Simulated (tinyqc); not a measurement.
Worked calculation: six-band hole subbands of a thin body in a field. Values are carried at full precision from step to step, so a last printed digit may differ when a step is redone from the rounded ones.

Constants: hbar^2/2m0 = 3.80998211 eV angstrom^2.

Inputs chosen for the exercise (near those of a p-type Si channel; the results hold for these values, not for the real material):
```
symbol  value                 unit        meaning
S       (7.81, -2.16, 12.73)  1/TPa       compliances s11, s12, s44
sx      -2                    GPa         stress along the channel [1-10], negative in compression
b       -2.12                 eV          tetragonal potential
d       -4.8                  eV          trigonal potential
g1      4.29                              Luttinger gamma1
g2      0.34                              gamma2
g3      1.44                              gamma3
face    110                               surface
Dso     0.043                 eV          spin-orbit splitting
t       70                    angstrom    body thickness
F       0.8                   MV/cm       field across the body
kmax    0.1                   1/angstrom  end of the path
```

## Strain and its block

exx = eyy = (s11 + s12) sx/2, ezz = s12 sx, exy = -s44 sx/4 (1 GPa/TPa = 1e-3). With e0 the traceless part, B_XX = 2b e0xx - b (e0yy + e0zz) and B_XY = sqrt(3) d exy.

strain, lower triangle:
```
           x          y         z
x  -0.005650
y   0.006365  -0.005650
z          0          0  0.004320
```

B (eV), lower triangle:
```
          X        Y         Z
X   0.02114
Y  -0.05292  0.02114
Z         0        0  -0.04227
```

## Confinement masses without spin-orbit coupling

C(n n^T)/c has C_XX = (g1 + 4 g2) nx^2 + (g1 - 2 g2)(ny^2 + nz^2) and C_XY = 6 g3 nx ny, n the unit normal; its eigenvalues are the inverse masses along n.

C(n n^T)/c, lower triangle:
```
        X       Y       Z
X  4.6300
Y  4.3200  4.6300
Z       0       0  3.6100
```

masses (m0): 3.2258  0.2770  0.1117

The heaviest mass, 3.23, comes from a near cancellation among the gammas, so a few per cent in them move it strongly.

## The matrix for one sine at q = 0

Basis X, Y, Z times spin, hole energies counted downwards from the unstrained edge (the hydrostatic shift is left out), c = hbar^2/2m0. For a symmetric tensor T let C(T) have C_XX = L Txx + M (Tyy + Tzz), C_XY = N Txy (cyclic), L = c (g1 + 4 g2), M = c (g1 - 2 g2), N = 6 c g3. k = q + kz n, n the unit normal, q = k1 u + k2 v with u along the channel [1-10] and v = n x u. H = C(k k^T) + (Dso/3)(1 - L.sigma) - B + e F z with (L_k)_ij = -i epsilon_kij; B is the block C built from the traceless strain with 2b, -b and sqrt(3) d in place of L, M, N. Strain: exx = eyy = (s11 + s12) sx/2, ezz = s12 sx, exy = -s44 sx/4. Hard walls at z = 0 and t; basis sin(j pi z/t), j = 1 to Nz: kz^2 = (j pi/t)^2, kz = -i D with D_jl = 4 j l/(t (j^2 - l^2)), z_jj = t/2 and z_jl = -8 t j l/(pi (j^2 - l^2))^2 for j + l odd; 1 MV/cm = 0.01 eV/angstrom.

Nz = 1, in meV.

H (meV), lower triangle (Hermitian):
```
              X+       Y+      Z+            X-      Y-      Z-
X+        308.73
Y+  86.07-14.33i   308.73
Z+             0        0  364.31
X-             0        0   14.33        308.73
Y-             0        0  14.33i  86.07+14.33i  308.73
Z-        -14.33  -14.33i       0             0       0  364.31
```

## Its levels

Diagonalise; the levels come in pairs. Give each pair and its weights on X, Y, Z, summed over spin and averaged over the pair.

levels (meV): 220.27  359.08  402.42

weights:
```
   pair 1  pair 2  pair 3
X   0.496   0.078   0.426
Y   0.496   0.078   0.426
Z   0.008   0.844   0.148
```

## More sines

The four lowest pairs at q = 0.

Hole energies (meV):
```
Nz  pair 1  pair 2  pair 3  pair 4
1   220.27  359.08  402.42       -
2   123.43  294.07  324.75  358.93
4    59.69  177.96  279.08  295.36
8    39.06  115.85  183.18  247.90
16   38.26  112.24  172.88  226.46
```

One sine is 182.01 meV off in the top subband, since the field mixes the sines. The second pair lies 74.0 meV deeper.

## Dispersion of the top subband

Nz = 14; the two lowest levels (spin-split where the field breaks inversion), in meV from their value at q = 0.

Energies (meV):
```
|q| (1/angstrom)     u a     u b     v a     v b
0.025              20.38   21.28    8.57    8.61
0.050              81.90   84.08   34.31   34.41
0.075             181.80  186.84   77.22   77.39
0.100             288.29  296.58  137.26  137.55
```

From the mean of each pair in the first row, c q^2/E gives 0.11 m0 along u and 0.28 m0 along v. The largest distance between a and b in the table is 8.29 meV.

## Checks

- Top level at q = 0 on (001) without field and stress against c (g1 - 2 g2)(pi/t)^2, eV: both 0.02770.
- Hermiticity, and E(q) against E(-q): they agree to 1e-10 or better.

Program tinyqc; command `OMP_NUM_THREADS=1 python tinyqc.py 1281571 1281572 out.jsonl`; about 0.4 s on one thread of a shared Intel(R) Xeon(R) Processor @ 2.30GHz.
